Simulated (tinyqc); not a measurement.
# Floating body of a partially depleted SOI transistor: body voltage and kink: effects of single changes

Source at 0 V. Channel current Ic = 2 nf K Vt^2 [F(0) - F(Vd)](1 + la Vd), F(V) = ln^2(1 + exp((Vg - VT - nf V)/(2 nf Vt))), VT = VT0 - gb Vb. Saturation voltage Vs = 2 Vt sqrt(F(0)) + 3 Vt, excess Ve = (Vd - Vs + sqrt((Vd - Vs)^2 + 0.0004 V^2))/2, multiplication M1 = Ai Ve exp(-Bl/Ve). Each junction passes D(v) = J1 (exp(v/Vt) - 1) + J2 (exp(v/(2 Vt)) - 1). Bipolar current Ib = bb J1 (exp(Vb/Vt) - 1). The body settles where M1 (Ic + Ib) = D(Vb) + D(Vb - Vd) + Vb/Rb; drain current Id = (1 + M1)(Ic + Ib) - D(Vb - Vd).

Values chosen for this exercise; values of the order met in partially depleted silicon-on-insulator transistors: temperature T = 358 K; threshold at zero body voltage VT0 = 0.37 V; fall of the threshold per volt of body voltage gb = 0.29; slope factor nf = 1.42; gain factor per width K = 200 uA/(V^2 um); channel-length modulation factor la = 0.08 1/V; impact-ionisation prefactor Ai = 2.94 1/V; impact-ionisation voltage Bl = 4.5 V; diffusion saturation current of each junction J1 = 2.3e-10 uA/um; recombination saturation current of each junction J2 = 5.9e-8 uA/um; gain of the lateral bipolar transistor on the diffusion current bb = 0.5; resistance of a weak body tie to the source (1e9 stands for no tie, and the term is then dropped) Rb = 1e9 kohm um; gate voltage Vg = 0.65 V; drain voltage Vd = 2.5 V.

Constants: q = 1.602176634e-19 C, kB = 1.380649e-23 J/K, Vt = kB T/q. Results are converted to the units shown.

Each table varies one quantity; the others keep the values above.

## Output curve and kink

Rows with more than one solution for Vb (latch) are left out; dId/dVd by a forward difference over 1e-4 V, swing = 1e-4 V over the change of log10 Id; M1 under 1e-12 is printed as 0.

Output curve and kink:
```
Vd (V),Vb (V),M1,"Id, floating (uA/um)","Id, grounded (uA/um)",ratio,"dId/dVd, floating (uS/um)","dId/dVd, grounded (uS/um)"
0.84,0.4637,6.818e-5,12.96,6.044,2.144,13.69,0.4975
1,0.5517,9.397e-4,14.78,6.136,2.409,9.658,0.6840
1.16,0.6081,0.005258,16.19,6.274,2.580,8.238,1.089
1.32,0.6476,0.01757,17.52,6.496,2.697,8.745,1.712
1.48,0.6770,0.04288,19.07,6.831,2.792,10.93,2.506
1.64,0.7002,0.08533,21.10,7.304,2.889,14.68,3.415
1.8,0.7192,0.1477,23.86,7.928,3.009,20.08,4.391
```

Vb rises from 0.464 to 0.719 V and the ratio of the currents rises from 2.14 to 3.01. The output conductance with a floating body exceeds the grounded value by the largest factor among the rows, 27.5, at Vd = 0.84 V, where Vb = 0.464 V and M1 = 6.82e-5.

## Transfer curve and swing

Same model as above.

Transfer curve and swing:
```
Vg (V),Vb (V),M1,"Id, floating (uA/um)","Id, grounded (uA/um)",ratio,"swing, floating (mV/decade)","swing, grounded (mV/decade)"
-0.08,0.4684,1.090,0.001958,4.669e-5,41.93,74.79,101.3
0.02,0.5604,1.083,0.03529,4.514e-4,78.18,84.75,101.8
0.12,0.6377,1.061,0.4272,0.004253,100.4,103.6,103.8
0.22,0.6949,1.010,2.786,0.03712,75.06,151.4,109.8
0.32,0.7313,0.9367,9.398,0.2677,35.11,241.7,126.2
0.42,0.7536,0.8546,20.31,1.354,15.00,371.2,164.1
0.52,0.7679,0.7729,34.12,4.451,7.666,529.7,232.1
0.62,0.7776,0.6947,49.67,10.26,4.839,708.9,329.1
0.72,0.7844,0.6205,66.21,18.71,3.540,903.4,447.2
```

Read the table: what changes, and by how much?

Vb rises from 0.468 to 0.784 V. The smallest swing among the rows is 74.8 mV a decade with a floating body (at Vg = -0.08 V) and 101 with a grounded one; Vt ln 10 = 71.0. The floating swing is smaller by more than 3 % for Vg = -0.08, 0.02 V, where the rising Vb lowers the threshold as Vg rises. In the first row the floating body raises the current by a factor of 41.9.

Range of the model: The multiplication law is an empirical form chosen for the exercise; self-heating and capacitive coupling to the body are left out, and the linear laws are rough once Vb passes about 0.7 V or M1 about 0.1.

Computed by the program tinyqc: `OMP_NUM_THREADS=1 python tinyqc.py 2182124 2182125 out.jsonl`, one thread of a shared Intel Xeon 2.30GHz, about 0.2 s for the whole run.
